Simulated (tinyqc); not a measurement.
# Worked calculation: CMOS inverter, nodal equation and switching

Computed by the program tinyqc: `OMP_NUM_THREADS=1 python tinyqc.py 2340143 2340144 out.jsonl`, one thread of a shared Intel Xeon 2.30GHz, about 0.06 s for the whole run. Printed values are rounded.

An n-channel pull-down (bn, VTn) and a p-channel pull-up (bp, VTp) share the input Vin and the output node Vout, which carries the load C. Transistor (EKV form, voltages against the body): I = 2 n b Vt^2 [F(vp - Vs) - F(vp - Vd)] from drain to source, F(v) = ln^2(1 + exp(v/(2 Vt))), vp = (Vg - VT + sg |Vd - Vs|)/n. n-channel bodies are at 0; for the p-channel device all voltages are counted down from Vdd. b in uA/V^2 gives I in uA. Static: In = Ip. Transient: C dVout/dt = Ip - In. No velocity saturation, no gate capacitance beyond C.

Values chosen for this exercise: temperature T = 250 K; supply voltage Vdd = 0.7 V; slope factor n = 1.18; drain-induced barrier lowering sg = 0.033; n-channel threshold VTn = 0.27 V; p-channel threshold (magnitude) VTp = 0.38 V; gain factor of the pull-down transistor bn = 380 uA/V^2; gain factor of the pull-up transistor bp = 380 uA/V^2; load capacitance C = 0.75 fF; input voltage Vin = 0.28 V; time step dt = 2 ps.

Constants: q = 1.602176634e-19 C, kB = 1.380649e-23 J/K, Vt = kB T/q. Results are converted to the units shown.

## Iteration 1: output voltage by Newton steps

Vout at the start = 0.35 V

f = In - Ip at (Vin, Vout); G = df/dVout by a central difference with +/- 1e-6 V; Vout(new) = Vout - f/G.

In = 0.357953 uA
Ip = 0.729023 uA
G = 0.827573 uS
Vout after iteration 1 = 0.798383 V

This step lands outside the rails.

## Iteration 2: output voltage by Newton steps

As before.

In = 0.515747 uA
Ip = -3.59433 uA
G = 60.4032 uS
Vout after iteration 2 = 0.730339 V

## Course of the iteration: output voltage by Newton steps

Stop when Vout changes by less than 1e-9 V, or after 30 iterations.

Course of the iteration:
```
iteration  Vout (V)  |change| (V)
1          0.798383         0.448
2          0.730339        0.0680
3          0.689616        0.0407
4          0.663952        0.0257
5          0.652931        0.0110
6          0.651103       1.83e-3
7          0.651058       4.41e-5
8          0.651058       2.49e-8
9          0.651058       < 1e-13
```

Converged in 9 iterations. At the end the number of correct digits about doubles with each step. On the way 2 iterate(s) lie more than 5 mV outside the rails, the first at 0.798 V, before the steps return.

## Transfer curve

Vin, point 0 to 10 (V): [0, 0.07, 0.14, 0.21, 0.28, 0.35, 0.42, 0.49, 0.56, 0.63, 0.7]

For each Vin solve In = Ip; gain = dVout/dVin.

Vout, point 0 to 10 (V): [0.700000, 0.699996, 0.699917, 0.698341, 0.651058, 0.006034, 0.000300, 0.000015, 0.000001, 0.000000, 0.000000]
supply current, point 0 to 10 (uA): [2.4999e-5, 3.8366e-4, 0.0055268, 0.064729, 0.45885, 0.16298, 0.016500, 0.0012192, 8.0862e-5, 5.2046e-6, 3.3240e-7]
gain, point 0 to 10: [0.0000, -0.0002, -0.0036, -0.0708, -4.0565, -0.2648, -0.0129, -0.0006, 0.0000, 0.0000, 0.0000]

The switching point Vin = Vout lies at 0.2968 V, with a gain of -30.3. The current peaks at 0.459 uA among the points, against 2.5e-5 and 3.3e-7 uA of leakage at the ends.

## Switching point and noise margins

VM solves In = Ip with Vin = Vout. VIL and VIH are the inputs at which the gain is -1; NML = VIL - Vout(VIH), NMH = Vout(VIL) - VIH.

VM = 0.29676 V
gain at VM = -30.300
VIL = 0.26507 V
VIH = 0.32493 V
NML = 0.24568 V
NMH = 0.35568 V

VM lies 53 mV below Vdd/2, and the high margin is the larger one. With both transistors saturated the size of the gain tends to 1/sg = 30.3; here it is 0.010 % below that.

## Step 1: one time step of the falling output

Vout at t = 0 = 0.7 V

The input steps to Vdd at t = 0; I = In - Ip. Implicit Euler: V(new) = V - (dt/C) I(V(new)), solved for V(new); 1 ps uA/fF = 1 mV.

I(V) = 33.0577 uA
I(V(new)) = 32.6400 uA
Vout after step 1 = 0.612960 V

## Step 2: one time step of the falling output

As before.

I(V) = 32.6400 uA
I(V(new)) = 32.2297 uA
Vout after step 2 = 0.527014 V

## Delays and energy

For a step input the delay to Vdd/2 is tHL = C times the integral of dV/(In - Ip) from Vdd/2 to Vdd at Vin = Vdd, and tLH likewise with Ip - In from 0 to Vdd/2 at Vin = 0. Energy drawn for one full cycle of the output: C Vdd^2. Leakage power: Vdd times the mean of the supply currents at Vin = 0 and Vdd.

tHL = 8.15826 ps
tLH = 14.3265 ps
energy = 0.3675 fJ
leakage power = 0.00886584 nW

Time steps as above cross Vdd/2 at 8.24 ps by linear interpolation, 0.98 % above tHL. tLH/tHL = 1.76, with bn/bp = 1.00.
